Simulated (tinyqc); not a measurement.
Polycrystalline film, grain-boundary barriers (Seto model): one step of the calculation.

One-dimensional grains of size Lg with donors N; each boundary has Qt acceptor-like traps per area at one level Et below the band edge. Trapped electrons qt deplete a width w = qt/N (both sides together) and raise a barrier Vb = q N w^2/(8 eps0 eps_r). Current crosses the barriers by thermionic emission at small bias. Abrupt depletion, full ionisation, Boltzmann statistics.

Question. Critical doping and limits of the barrier. N* = Qt/Lg; fully depleted grains have Vb = q N Lg^2/(8 eps0 eps_r), filled traps Vb = q Qt^2/(8 eps0 eps_r N); the true barrier cannot exceed the smaller.

Inputs (values chosen for the exercise); values close to those of polycrystalline silicon: relative permittivity of the semiconductor eps_r = 11.7; grain size Lg = 20 nm; trap density at a boundary Qt = 1.1e12 cm^-2; donor density N = 9.8e17 cm^-3.

Constants: q = 1.602176634e-19 C, eps0 = 8.8541878128e-14 F/cm where lengths are in cm. Results are converted to the units shown.

Give: N*; Vb, fully depleted; Vb, traps filled.

Answer.

N* = 5.500e17 cm^-3
Vb, fully depleted = 0.07578 V
Vb, traps filled = 0.02387 V

Numbers from tinyqc (`OMP_NUM_THREADS=1 python tinyqc.py 2610041 2610042 out.jsonl`; about 0.01 s on one thread of a shared Intel Xeon 2.30GHz).
